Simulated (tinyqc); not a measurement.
# Thermoelectric coefficients of a parabolic band, Landauer integrals: what changes with what

Bulk parabolic band, x = (E - Ec)/kB T, C = hbar^2/(2 m0), kB T in eV. Modes per area gv m kB T x/(4 pi C) times the back-scattering length l0 x^rr give the transport function s0 X(x), s0 = (2 q^2/h) gv m kB T l0/(4 pi C), X = x^(1 + rr). I_k = int X (x - eta)^k w dx, w = 1/(4 cosh^2((x - eta)/2)).

Values chosen for this exercise:
```
symbol,value,unit,meaning
T,500,K,temperature
m,0.77,m0,mass of one valley
gv,4,,valleys
l0,14,nm,back-scattering length at x = 1
rr,0.5,,energy exponent of that length
kL,0.56,W/(m K),lattice thermal conductivity
eta,3.7,,reduced Fermi level (EF - Ec)/kB T
```

Constants: q = 1.602176634e-19 C, kB = 1.380649e-23 J/K, hbar = 1.054571817e-34 J s, h = 6.62607015e-34 J s, m0 = 9.1093837015e-31 kg, Vt = kB T/q, hbar^2/(2 m0) = 0.0380998212 eV nm^2. Results are converted to the units shown.

Each table varies one quantity; the others keep the values above.

## Effect of the Fermi level

sigma = s0 I_0, S = -(kB/q) I_1/I_0, Lorenz number L = (kB/q)^2 [I_2/I_0 - (I_1/I_0)^2], kappa_e = L sigma T. Power factor S^2 sigma, ZT = S^2 sigma T/(kappa_e + kL). The integrals are converged.

Results:
```
eta	sigma (S/cm)	S (uV/K)	kappa_e (W/(m K))	power factor (mW/(m K^2))	ZT
-4	72.74	-560.8	0.06757	2.288	1.823
-3.1	177.3	-484.3	0.1649	4.157	2.867
-2.2	426.5	-409.1	0.3977	7.137	3.726
-1.3	997.6	-336.9	0.9360	11.32	3.785
-0.4	2207	-270.7	2.096	16.18	3.045
0.5	4466	-214.0	4.330	20.46	2.092
1.4	8082	-169.1	8.063	23.11	1.340
2.3	1.312e4	-135.3	13.51	24.02	0.8536
4.1	2.691e4	-92.25	29.34	22.90	0.3829
5	3.535e4	-78.58	39.41	21.83	0.2731
```

Estimate the missing row, eta = 3.2.

Computed row:
```
eta	sigma (S/cm)	S (uV/K)	kappa_e (W/(m K))	power factor (mW/(m K^2))	ZT
3.2	1.945e4	-110.5	20.65	23.75	0.5600
```

With this row back in the table: sigma rises from 72.7 to 35300 S/cm, and S rises from -561 to -78.6 uV/K. Among the rows the power factor is largest at eta = 2.3 and ZT, 3.78, at eta = -1.3, where S = -337 uV/K. ZT peaks at a lower eta than the power factor because kappa_e grows with sigma.

## Effect of the scattering exponent

Same model as above.

Effect of the scattering exponent:
```
rr	sigma (S/cm)	S (uV/K)	kappa_e (W/(m K))	power factor (mW/(m K^2))	ZT	L (1e-8 V^2/K^2)
-0.5	5573	-43.92	5.638	1.075	0.08674	2.023
0	1.120e4	-72.89	11.56	5.950	0.2455	2.064
0.5	2.346e4	-99.70	25.30	23.32	0.4509	2.157
1	5.090e4	-125.6	58.25	80.29	0.6827	2.288
1.5	1.140e5	-151.2	139.8	260.6	0.9281	2.454
2	2.625e5	-177.1	348.2	823.2	1.180	2.652
2.5	6.216e5	-203.4	895.4	2573	1.436	2.881
```

|S| rises from 43.9 to 203 uV/K, on average 53.2 uV/K for each unit of rr (kB/q = 86.2 uV/K in the non-degenerate limit), since a length that grows with energy favours hot carriers. The Lorenz number rises from 2.02 to 2.88 (1e-8 V^2/K^2). l0 is held fixed, so sigma changes too.

Range of the model: Parabolic bands, elastic scattering and a fixed kL make these model figures, not those of a material.

Computed by the program tinyqc: `OMP_NUM_THREADS=1 python tinyqc.py 2800105 2800106 out.jsonl`, one thread of a shared Intel Xeon 2.30GHz, about 0.05 s for the whole run.
